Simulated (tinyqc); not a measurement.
Shrinking the mesa: defect, radiative and Auger recombination at equal electron and hole densities (ABC model).

J/(e d) = Ae n + B n^2 + C n^3 with Ae = A + 4 S/w (four side walls, carriers spread evenly), e = 1.602176634e-19 C, lengths in cm; internal efficiency IQE = B n^2/(Ae n + B n^2 + C n^3); all injected carriers recombine in the layer.

Parameters, chosen for this exercise (orders of magnitude like those quoted for GaN; the results hold for these values, not for the real material):
```
symbol  value     unit    meaning
A       23000000  1/s     defect rate
B       2.1e-12   cm^3/s  radiative coefficient
C       1.6e-31   cm^6/s  Auger coefficient
d       3.7       nm      active thickness
S2      2500      cm/s    recombination velocity of the side walls in this comparison
J       150       A/cm^2  current density
```

S = S2; w takes the values listed.

Results:
```
w (micrometre)  Ae (1/s)  IQE_max  J at the peak (A/cm^2)  IQE at J
200             2.35e+07    0.351                    52.1     0.325
100             2.40e+07    0.349                    53.5     0.324
50              2.50e+07    0.344                    56.5     0.322
20              2.80e+07    0.332                    65.7     0.316
10              3.30e+07    0.314                    81.9     0.305
5               4.30e+07    0.286                     117     0.284
2               7.30e+07    0.235                     242     0.229
1               1.23e+08    0.191                     500     0.159
```

The walls equal the bulk defect rate at w = 4 S/A = 4.35 micrometre. From 200 to 1 micrometre the peak efficiency falls from 0.351 to 0.191 and moves to a current 9.61 times higher; at the fixed J the efficiency goes from 0.325 to 0.159. For large w diffusion to the walls, left out here, would limit the loss.

Program tinyqc; command `OMP_NUM_THREADS=1 python tinyqc.py 1680719 1680720 out.jsonl`; about 0.01 s on one thread of a shared Intel(R) Xeon(R) Processor @ 2.30GHz.
